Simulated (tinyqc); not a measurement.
From results back to parameters: localisation in a chain with random site energies (transfer matrices). Five cases, with inputs chosen for the exercise.

Problem. In the localised range mean ln T = c - 2N/xi, xi being the localisation length in sites, and site energies spread evenly over a width W give xi = 24 (4t^2 - E^2)/W^2 for weak disorder. The two means come from a hidden xi.

Case 1.

Values chosen: t = 1.23 eV (hopping); E = -1.28 eV (energy); N1 = 60 (first length); N2 = 217 (second length).

mean ln T: N1 -3.60579, N2 -12.25592

Case 2.

Values chosen: t = 1.05 eV (hopping); E = -1.67 eV (energy); N1 = 69 (first length); N2 = 226 (second length).

mean ln T: N1 -7.59043, N2 -24.29255

Case 3.

Values chosen: t = 1.76 eV (hopping); E = -1.42 eV (energy); N1 = 60 (first length); N2 = 178 (second length).

mean ln T: N1 -3.35203, N2 -9.74770

Case 4.

Values chosen: t = 0.78 eV (hopping); E = -1.07 eV (energy); N1 = 53 (first length); N2 = 182 (second length).

mean ln T: N1 -3.05664, N2 -9.52281

Case 5.

Values chosen: t = 1.38 eV (hopping); E = -1.46 eV (energy); N1 = 61 (first length); N2 = 220 (second length).

mean ln T: N1 -4.73577, N2 -15.93296

Find: xi; W.

Solution. The slope gives xi = 2 (N2 - N1)/(difference of the means), and W = sqrt(24 (4t^2 - E^2)/xi).

Case 1.

xi = 36.3 sites
W = 1.71 eV

Case 2.

xi = 18.8 sites
W = 1.44 eV

Case 3.

xi = 36.9 sites
W = 2.60 eV

Case 4.

xi = 39.9 sites
W = 0.88 eV

Case 5.

xi = 28.4 sites
W = 2.15 eV

Computed by tinyqc, one run a case: `OMP_NUM_THREADS=1 python tinyqc.py N N+1 out.jsonl` with N = 1480246, 1480295, 1480411, 1480457, 1480562; one thread of a shared Intel(R) Xeon(R) Processor @ 2.30GHz, about 0.09 s a run at most.
